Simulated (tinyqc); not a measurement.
What moves the results: defect-molecule model of a vacancy with Jahn-Teller distortion. A value that a table varies takes the place of the one given here.

Four dangling hybrids a, b, c, d point into the vacancy: H_ii = E0, and -gm between any two. A tetragonal distortion Q pairs a with b and c with d: those two couplings become -gm - I Q and the other four -gm + I Q/2, at an elastic cost k Q^2/2. The a1 level holds two electrons; charge states 2+, + and 0 put n = 0, 1, 2 more into the lowest level of t2 origin. Energy from the 2+ state at Q = 0, with the Fermi level mu counted from Ev: W_n(Q) = n (et - 2 I Q) + k Q^2/2 + Uc n (n - 1)/2 - n mu. et = E0 + gm is the undistorted t2 level.

Constants: kB = 8.617333262e-05 eV/K.

Parameters, chosen for this exercise (of the size used for the vacancy in silicon; the results hold for these values, not for the real material):
```
symbol  value  unit           meaning
E0      -0.11  eV             level of a dangling hybrid, from Ev
gm      0.42   eV             coupling between two dangling hybrids
I       1.11   eV/angstrom    Jahn-Teller coupling
k       15.7   eV/angstrom^2  force constant of the mode
Uc      0.25   eV             repulsion of two electrons in one orbital
T       300    K              temperature
mu1     0      eV             first Fermi level
```

## Occupation against the Fermi level

Weights g_n exp(-W_n/kT) with W_n = n et - n^2 E_JT + Uc n (n - 1)/2 - n mu, E_JT = 2 I^2/k, degeneracies 1, 6 (spin and three axes) and 3; mu = mu1 + 0.03 j eV.

Shares:
```
mu (eV)      2+       +       0  mean charge
0.00     0.9839  0.0159  0.0003       1.9836
0.03     0.9487  0.0488  0.0025       1.9463
0.06     0.8399  0.1378  0.0223       1.8175
0.09     0.5573  0.2918  0.1509       1.4064
0.12     0.1842  0.3078  0.5080       0.6762
0.15     0.0291  0.1550  0.8160       0.2131
0.18     0.0033  0.0560  0.9407       0.0626
0.21     0.0003  0.0183  0.9814       0.0190
0.24     0.0000  0.0058  0.9942       0.0059
```

U_eff = Uc - 2 E_JT = -0.064 eV and kT = 25.9 meV. The + state reaches at most 30.8 % on these rows, at mu = 0.12 eV. The mean charge goes from 1.98 to 0.01.

## When U turns negative

The force constant is varied. E_JT = 2 I^2/k, E(2+/+) = et - E_JT, E(+/0) = et - 3 E_JT + Uc, U_eff = Uc - 2 E_JT.

Against k:
```
k (eV/angstrom^2)  E_JT (eV)  (2+/+) (eV)  (+/0) (eV)  U_eff (eV)  Q of the neutral state (angstrom)
8                     0.3080       0.0020     -0.3641     -0.3660                             0.5550
12                    0.2054       0.1047     -0.0561     -0.1607                             0.3700
16                    0.1540       0.1560      0.0980     -0.0580                             0.2775
24                    0.1027       0.2073      0.2520      0.0447                             0.1850
32                    0.0770       0.2330      0.3290      0.0960                             0.1388
48                    0.0513       0.2587      0.4060      0.1473                             0.0925
64                    0.0385       0.2715      0.4445      0.1730                             0.0694
96                    0.0257       0.2843      0.4830      0.1987                             0.0462
```

k at which U_eff = 0 = 19.71 eV/angstrom^2

Levels below 0 lie in the valence band. U_eff is negative for k below 4 I^2/Uc = 19.7: 3 of the 8 rows. The gain grows as n^2, so the second electron wins 3 E_JT where the first wins E_JT. For a stiff lattice the levels tend to et = 0.310 and et + Uc = 0.560 eV. Distortions above about 0.5 angstrom (1 of the rows) are beyond a linear coupling.

## What each parameter does

E_JT = 2 I^2/k, E(2+/+) = et - E_JT, E(+/0) = et - 3 E_JT + Uc, U_eff = E(+/0) - E(2+/+); a1 level E0 - 3 gm. Each row changes one parameter from the base and keeps the others.

Results:
```
case                     (2+/+) (eV)  (+/0) (eV)  U_eff (eV)  a1 (eV)
base                          0.1530      0.0891     -0.0639  -1.3700
E0 = -0.06 eV                 0.2030      0.1391     -0.0639  -1.3200
gm = 0.46 eV                  0.1930      0.1291     -0.0639  -1.4900
I = 1.221 eV/angstrom         0.1201     -0.0097     -0.1298  -1.3700
k = 17.27 eV/angstrom^2       0.1673      0.1319     -0.0354  -1.3700
Uc = 0.31 eV                  0.1530      0.1491     -0.0039  -1.3700
```

The largest shifts from the base row, up to three for each result and ties (the steps differ in size, so this ranks the rows, not the parameters). (2+/+) (eV): E0 +0.0500, gm +0.0400, I -0.0330; unchanged at the printed digits by Uc. (+/0) (eV): I -0.0989, Uc +0.0600, E0 +0.0500. U_eff (eV): I -0.0659, Uc +0.0600, k +0.0285; unchanged at the printed digits by E0 and gm. a1 (eV): gm -0.1200, E0 +0.0500; unchanged at the printed digits by I, k and Uc. E0 and gm move both levels alike, so U_eff depends on I, k and Uc alone.

Run: tinyqc, `OMP_NUM_THREADS=1 python tinyqc.py 1482599 1482600 out.jsonl`; Intel(R) Xeon(R) Processor @ 2.30GHz, one thread, shared host; about 0.01 s of CPU time with all checks.
